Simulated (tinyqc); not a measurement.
# p-type polysilicon, carrier trapping at grain boundaries: two studies

One-dimensional grains of size Lg, uniform ionised doping N, monovalent traps Qt at each boundary at a depth Et below (for electrons) or above (for holes) the band edge there, abrupt depletion of width W on each side of a boundary, Boltzmann statistics. xi is the distance from the band edge at the grain centre to the Fermi level. Trapped charge Qt/(1 + exp((xi + VB - Et)/Vt)) = 2 N W, barrier VB = q N W^2/(2 eps0 eps_r).

Values chosen for this exercise; values of the order met in polycrystalline silicon: temperature T = 300 K; relative permittivity eps_r = 11.7; valence-band density of states at T NB = 2.65e19 cm^-3; grain size Lg = 260 nm; trap density of a grain boundary Qt = 1.6e12 cm^-2; depth of the trap level from the majority band edge at the boundary Et = 0.39 eV; mass for thermionic emission ms = 0.49 m0; correction factor of the emission rate fe = 0.12; mobility inside the grains mug = 64 cm^2/(V s); doping N = 1.7e17 cm^-3.

Constants: q = 1.602176634e-19 C, kB = 1.380649e-23 J/K, m0 = 9.1093837015e-31 kg, Vt = kB T/q, eps0 = 8.8541878128e-14 F/cm where lengths are in cm. Results are converted to the units shown.

Each table varies one quantity; the others keep the values above.

## Effect of the doping

If the trap equation with xi = Vt ln(NB/N) has a root W < Lg/2, the grain is partly depleted; otherwise W = Lg/2 and the trap equation gives xi = Et - VB + Vt ln(Qt/(N Lg) - 1). N* = Qt/Lg. n0 = NB exp(-xi/Vt); mean density n0 (1 - 2 W/Lg) by charge balance in a partly depleted grain, and n0 (sqrt(pi)/2) erf(u)/u with u = sqrt(VB/Vt) in a fully depleted one; v = sqrt(kB T/(2 pi ms m0)); barrier resistivity Vt exp(VB/Vt)/(q fe n0 v Lg); grain resistivity (1 - 2 W/Lg)/(q n0 mug); effective mobility 1/(q mean density total resistivity). Rows with xi above 0.45 V, towards mid-gap, are left out, since the other carrier type is ignored.

Result of one run:
columns A: N (cm^-3); B: N/N*; C: depleted share 2 W/Lg; D: VB (V); E: xi (V); F: mean density (cm^-3); G: resistivity (ohm cm); H: effective mobility (cm^2/(V s))
```
A           B       C        D        E         F       G      H
5.6e17  9.100  0.1098  0.08831  0.09971  4.985e17  0.8866  14.12
```

What becomes of these results when the doping N is changed from 5.6e17 to 1.4e16 cm^-3, all else the same?

Result of the changed run:
columns A: N (cm^-3); B: N/N*; C: depleted share 2 W/Lg; D: VB (V); E: xi (V); F: mean density (cm^-3); G: resistivity (ohm cm); H: effective mobility (cm^2/(V s))
```
A            B      C       D       E         F     G      H
1.4e16  0.2275  1.000  0.1830  0.2386  8.645e14  6142  1.175
```

The whole series:
columns A: N (cm^-3); B: N/N*; C: depleted share 2 W/Lg; D: VB (V); E: xi (V); F: mean density (cm^-3); G: resistivity (ohm cm); H: effective mobility (cm^2/(V s))
```
A             B        C        D        E         F        G       H
3.1e15  0.05038    1.000  0.04051   0.4254  1.236e12  3.410e4   148.0
6.5e15   0.1056    1.000  0.08495   0.3603  1.136e13  1.532e4   35.86
1.4e16   0.2275    1.000   0.1830   0.2386  8.645e14     6142   1.175
2.9e16   0.4713   0.7756   0.2280   0.1762  6.506e15     3141  0.3054
6e16     0.9750   0.5412   0.2297   0.1575  2.753e16     1620  0.1400
1.3e17    2.112   0.3616   0.2222   0.1375  8.299e16    559.5  0.1344
2.7e17    4.388   0.2226   0.1749   0.1186  2.099e17    43.44  0.6846
5.6e17    9.100   0.1098  0.08831  0.09971  4.985e17   0.8866   14.12
1.2e18    19.50  0.05128  0.04124  0.08001  1.138e18   0.1324   41.41
2.5e18    40.62  0.02462  0.01980  0.06103  2.438e18  0.04963   51.58
```

As N goes from 3.1e15 to 2.5e18, VB goes from 0.0405 through a maximum of 0.230 (at N = 6e16 among the rows listed) to 0.0198 V, the resistivity falls from 34100 to 0.0496 ohm cm and the effective mobility goes from 148 through a minimum of 0.134 (at N = 1.3e17 among the rows listed) to 51.6 cm^2/(V s). The steepest fall of the resistivity among the rows, as N^(-5.3), lies between N = 2.7e17 and 5.6e17 cm^-3; N* = 6.15e16 cm^-3. While the grain is fully depleted VB grows as N; once the traps are full it falls as 1/N. For N = 2.5e18 xi is under 2.5 Vt, where Boltzmann statistics begin to fail. For N = 2.5e18 VB is below Vt, where abrupt depletion and thermionic emission are rough. For N = 1.4e16, 2.9e16 the grain is near the changeover between partial and full depletion, within a few Debye lengths, where both limits are rough. For N = 3.1e15 the effective mobility exceeds mug, since drift through the depleted part of the grain is left out.

## Effect of the trap density of a grain boundary

Same model as above.

N* = Qt/Lg.

The same in every row: xi (V) = 0.1305.

Effect of the trap density of a grain boundary:
columns A: Qt (cm^-2); B: N/N*; C: depleted share 2 W/Lg; D: VB (V); E: mean density (cm^-3); F: resistivity (ohm cm); G: effective mobility (cm^2/(V s))
```
A            B        C         D         E       F         G
2e11     22.10  0.04525  0.004548  1.623e17  0.6421     59.89
3.4e11   13.00  0.07692   0.01314  1.569e17  0.6612     60.16
5.7e11   7.754   0.1289   0.03693  1.481e17  0.8301     50.78
9.7e11   4.557   0.2189    0.1064  1.328e17   5.305     8.859
1.6e12   2.763   0.3099    0.2134  1.173e17   304.4    0.1748
2.8e12   1.579   0.3393    0.2558  1.123e17    1569   0.03542
4.7e12  0.9404   0.3534    0.2775  1.099e17    3634   0.01563
8e12    0.5525   0.3644    0.2951  1.080e17    7175  0.008051
```

Read the table: what changes, and by how much?

As Qt goes from 2e11 to 8e12, VB rises from 0.00455 to 0.295 V, the resistivity rises from 0.642 to 7180 ohm cm and the effective mobility goes from 59.9 through a maximum of 60.2 (at Qt = 3.4e11 among the rows listed) to 0.00805 cm^2/(V s). For Qt = 2e11, 3.4e11 VB is below Vt, where abrupt depletion and thermionic emission are rough.

Numbers from tinyqc (`OMP_NUM_THREADS=1 python tinyqc.py 2830298 2830299 out.jsonl`; about 0.01 s on one thread of a shared Intel Xeon 2.30GHz).
